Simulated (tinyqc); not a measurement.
Hole doping of the spin-split valence bands: two-band massive Dirac model of the K valleys.

Basis (conduction, valence): H = [[D/2, a t (tau kx - i ky)], [a t (tau kx + i ky), -D/2 + lam tau sz]], valley tau = +/-1, spin sz = +/-1. The gap of a spin and valley is G = D - lam tau sz. Berry curvature Omega = curl of i<u|grad u>; for the conduction band Omega_c = -tau 2 a^2 t^2 G/(G^2 + 4 a^2 t^2 k^2)^(3/2), and Omega_v = -Omega_c.

Values chosen for the exercise (near those used for monolayer WS2; not measured data):
- a = 3.205 angstrom (lattice constant)
- D = 1.79 eV (gap parameter)
- t = 1.45 eV (effective hopping)
- lam = 0.228 eV (half the valence spin splitting)

The Fermi level lies E below the top of the valence band. kF for the upper and lower band of valley +1 from the two-band energy; each flavour holds kF^2/(4 pi) holes per area and both valleys count. Spin polarisation within one valley; Berry flux removed from valley +1, the sum of (1 - cos(theta_F))/2 with cos(theta_F) = G/sqrt(G^2 + 4 a^2 t^2 kF^2), in units of 2 pi.

Holes:

| E (meV) | kF upper (1/angstrom) | kF lower | p (1e12/cm^2) | spin polarisation in a valley | flux/2 pi |
|---|---|---|---|---|---|
| 57.0 | 0.0654 | 0.0000 | 6.80 | 1.000 | 0.0340 |
| 114.0 | 0.0941 | 0.0000 | 14.08 | 1.000 | 0.0637 |
| 228.0 | 0.1375 | 0.0000 | 30.08 | 1.000 | 0.1130 |
| 342.0 | 0.1736 | 0.0000 | 47.99 | 1.000 | 0.1523 |
| 433.2 | 0.2001 | 0.0000 | 63.69 | 1.000 | 0.1784 |
| 684.0 | 0.2667 | 0.1540 | 150.95 | 0.500 | 0.3256 |
| 912.0 | 0.3232 | 0.2286 | 249.41 | 0.333 | 0.4250 |

Give the missing row, E (meV) = 501.6.

Computed row:
```
E (meV)  kF upper (1/angstrom)  kF lower  p (1e12/cm^2)  spin polarisation in a valley  flux/2 pi
501.6                   0.2189    0.0660          83.21                          0.833     0.2172
```

Up to E = 2 lam = 456 meV, a density of 67.8e12/cm^2, only the upper band of this model is emptied and each valley is fully spin-polarised, oppositely in the two. Beyond it the polarisation falls, to 0.33 in the last row. The flux, times e^2/h, is in size the change of the Hall conductivity of one valley; the other valley cancels it in the charge current. Rows with kF above about 0.2 1/angstrom lie beyond the range of the model, and in real layers the valley at Gamma, close below in MoS2 and WS2, can take holes as well.

Computed by tinyqc, a small Python program: `OMP_NUM_THREADS=1 python tinyqc.py 1482162 1482163 out.jsonl` (the numbers bound the seed that draws the inputs); one thread of a shared host (Intel(R) Xeon(R) Processor @ 2.30GHz), about 0.01 s for the whole set of steps.
